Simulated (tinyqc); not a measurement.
Exchange-split free-electron bands and tunnelling magnetoresistance: sweeps and comparisons. A value that a table varies takes the place of the one given here.

Majority and minority bands E = c k^2/m -/+ Dx/2, c = hbar^2/2m0, so k_up = sqrt(m (EF + Dx/2)/c), k_dn = sqrt(m (EF - Dx/2)/c); n_s = k_s^3/(6 pi^2), D_s = m k_s/(4 pi^2 c).

Barrier: kappa = sqrt(mb phi/c), c = hbar^2/2m0. With a = k1/m, b = k2/m, w = kappa/mb, the transmission at normal incidence is T(k1, k2) = 4 a b w^2/[w^2 (a + b)^2 + (w^2 + a^2)(w^2 + b^2) sinh^2(kappa d)]. Parallel: G_P = T(up, up) + T(dn, dn); antiparallel: G_AP = 2 T(up, dn); TMR = (G_P - G_AP)/G_AP. Julliere: TMR = 2 P^2/(1 - P^2). Slonczewski factor: P_eff = P_k (w^2 - a_up a_dn)/(w^2 + a_up a_dn), P_k = (k_up - k_dn)/(k_up + k_dn).

Constants: hbar^2/2m0 = 3.80998211 eV angstrom^2.

Inputs chosen for the exercise: EF = 3.33 eV (Fermi energy above the mean band bottom); Dx = 5.17 eV (exchange splitting); m = 1.13 m0 (mass in the electrodes); mb = 0.83 m0 (mass in the barrier); d = 14.4 angstrom (barrier thickness); phi = 2.06 eV (barrier height above EF).

## Barrier height

Results:

| phi (eV) | w (1/angstrom) | P_eff | TMR (%) | G_P |
|---|---|---|---|---|
| 0.20 | 0.251 | -0.3668 | 30.83 | 0.00932 |
| 0.40 | 0.356 | -0.2800 | 17.00 | 0.00104 |
| 0.70 | 0.470 | -0.1788 | 6.61 | 7.64e-05 |
| 1.0 | 0.562 | -0.1015 | 2.08 | 8.85e-06 |
| 1.5 | 0.689 | -0.0066 | 0.01 | 4.38e-07 |
| 2.0 | 0.795 | 0.0616 | 0.76 | 3.41e-08 |
| 3.0 | 0.974 | 0.1529 | 4.78 | 4.61e-10 |
| 4.0 | 1.125 | 0.2112 | 9.34 | 1.20e-11 |
| 6.0 | 1.377 | 0.2814 | 17.21 | 2.57e-14 |
| 10 | 1.778 | 0.3489 | 27.72 | 1.44e-18 |

P_eff vanishes where w^2 = a_up a_dn, at phi = 1.54 eV, inside the table; the lowest TMR listed is 0.01 % at 1.5 eV. TMR is 30.8 % at the lowest barrier and 27.7 % at the highest, against 58.6 % for Julliere with P_k; P_eff tends to +P_k for very high barriers and to -P_k for very low ones. G_P falls by 15.8 decades.

## Barrier thickness

Results:

| d (angstrom) | kappa d | G_P | G_AP | TMR (%) |
|---|---|---|---|---|
| 1 | 0.670 | 1.19 | 1.01 | 17.33 |
| 2 | 1.340 | 0.390 | 0.367 | 6.18 |
| 3 | 2.010 | 0.108 | 0.106 | 2.38 |
| 4 | 2.680 | 0.0288 | 0.0284 | 1.32 |
| 6 | 4.019 | 0.00198 | 0.00196 | 0.97 |
| 8 | 5.359 | 0.000136 | 0.000135 | 0.94 |
| 10 | 6.699 | 9.33e-06 | 9.24e-06 | 0.94 |
| 13 | 8.709 | 1.68e-07 | 1.66e-07 | 0.94 |
| 16 | 10.718 | 3.01e-09 | 2.98e-09 | 0.94 |
| 20 | 13.398 | 1.42e-11 | 1.40e-11 | 0.94 |

For thick barriers each angstrom costs a factor exp(2 kappa) = 3.82 in both conductances, and TMR settles at 0.94 % (the interface factor, which vanishes at (kappa/mb)^2 = k_up k_dn/m^2, reduces it below the value from the polarisation of k alone); it is within 0.1 point of that from d = 6 angstrom on. At 1 angstrom it is 17.33 %, where the barrier is thin and the mismatch of k_up and k_dn starts to rule, as it does fully for d -> 0.

## Exchange splitting

Dx takes the listed multiples of 2 EF.

Results:

| Dx/(2 EF) | k_up | k_dn | P_k | P_eff | TMR (%) |
|---|---|---|---|---|---|
| 0.10 | 1.0423 | 0.9428 | 0.0501 | -0.0042 | 0.00 |
| 0.20 | 1.0887 | 0.8889 | 0.1010 | -0.0076 | 0.01 |
| 0.35 | 1.1547 | 0.8012 | 0.1807 | -0.0096 | 0.02 |
| 0.50 | 1.2172 | 0.7027 | 0.2679 | -0.0037 | 0.00 |
| 0.65 | 1.2766 | 0.5879 | 0.3693 | 0.0190 | 0.07 |
| 0.80 | 1.3333 | 0.4444 | 0.5000 | 0.0840 | 1.42 |
| 0.90 | 1.3699 | 0.3143 | 0.6268 | 0.1993 | 8.27 |
| 0.97 | 1.3949 | 0.1721 | 0.7803 | 0.4307 | 45.56 |

P_k rises from 0.050 to 0.780, and TMR goes from 0.00 % to 45.6 %, not steadily: its largest value is 45.56 % at 0.97 and its smallest 0.00 % at 0.5; P_eff changes sign along the table. At Dx = 2 EF the minority band is empty (a half metal) and G_AP vanishes.

## What moves the magnetoresistance

All results formed anew. Each row changes one parameter from the base and keeps the others.

Results:

| case | P_k | P_eff | TMR (%) | G_P |
|---|---|---|---|---|
| base | 0.4761 | 0.0685 | 0.94 | 2.57e-08 |
| Dx = 5.429 eV | 0.5162 | 0.0955 | 1.84 | 2.43e-08 |
| EF = 3.663 eV | 0.4131 | 0.0160 | 0.05 | 2.77e-08 |
| phi = 2.678 eV | 0.4761 | 0.1282 | 3.34 | 1.69e-09 |
| mb = 0.664 m0 | 0.4761 | 0.1195 | 2.90 | 1.94e-07 |
| d = 16.4 angstrom | 0.4761 | 0.0685 | 0.94 | 1.76e-09 |
| m = 1.356 m0 | 0.4761 | 0.1103 | 2.46 | 2.54e-08 |

The largest shifts from the base row, up to three for each result and ties (the steps differ in size, so this ranks the rows, not the parameters). P_k: EF -0.0631, Dx +0.0401; unchanged at the printed digits by phi, mb, d and m. P_eff: phi +0.0597, EF -0.0525, mb +0.0510; unchanged at the printed digits by d. TMR (%): phi +2.40, mb +1.95, m +1.52; unchanged at the printed digits by d. G_P: mb +1.68e-07, phi -2.40e-08, d -2.39e-08.

tinyqc: `OMP_NUM_THREADS=1 python tinyqc.py 1652174 1652175 out.jsonl`; about 0.01 s, one thread, shared Intel(R) Xeon(R) Processor @ 2.30GHz.
